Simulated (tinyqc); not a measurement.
Metal-interlayer-semiconductor contact, depinning against tunnelling resistance: one step of the calculation.

Zero bias, n-type semiconductor. Gap states at the semiconductor surface thin out as exp(-be ti), which unpins the barrier; electrons must then cross the interlayer (a rectangular barrier, no voltage drop across it) and the parabolic depleted layer, both by WKB. Energies E are counted from the Fermi level; no image force, parabolic bands.

Question. Pinning, barrier and scales. S = 1/(1 + (1/S0 - 1) exp(-be ti)); phiB = S (phiM - chi) + (1 - S)(Eg - E0); xi = Ec - EF deep inside, from Nd = Nc F(-xi/Vt), F(x) = (2/sqrt(pi)) int_0^infinity sqrt(u) du/(1 + exp(u - x)); band bending U = phiB - xi; E00 = (hbar/2) sqrt(Nd/(eps0 eps_r mt m0)) in volts; A = 4 pi q mA m0 kB^2/h^3.

Parameters, values chosen for the exercise; semiconductor values close to those of silicon; interlayer mass of the order of that in aluminium oxide, offset chosen freely:

| symbol | value | unit | meaning |
|---|---|---|---|
| T | 400 | K | temperature |
| Eg | 1.15 | eV | band gap |
| eps_r | 11.9 |  | relative permittivity |
| chi | 3.91 | eV | electron affinity |
| Nc | 4.31e19 | cm^-3 | conduction-band density of states at T |
| mt | 0.187 | m0 | tunnelling mass in the semiconductor |
| mA | 2.01 | m0 | Richardson mass |
| Nd | 6.4e18 | cm^-3 | donor density |
| E0 | 0.36 | eV | charge-neutrality level above the valence band |
| S0 | 0.28 |  | pinning factor without interlayer |
| phiM | 4.03 | eV | metal work function |
| ti | 0.2 | nm | interlayer thickness |
| be | 1.6 | 1/nm | decay constant of gap states through the interlayer |

Constants: q = 1.602176634e-19 C, kB = 1.380649e-23 J/K, eps0 = 8.8541878128e-12 F/m, hbar = 1.054571817e-34 J s, h = 6.62607015e-34 J s, m0 = 9.1093837015e-31 kg, Vt = kB T/q. Results are converted to the units shown.

Wanted: S; phiB; xi; U; E00; A.

Answer.

S = 0.34877
phiB = 0.55633 eV
xi = 0.063935 eV
U = 0.49239 eV
E00 = 0.031486 eV
A = 241.55 A/(cm^2 K^2)

tinyqc, about 0.04 s, one thread, Intel Xeon 2.30GHz (shared host): `OMP_NUM_THREADS=1 python tinyqc.py 2270164 2270165 out.jsonl`
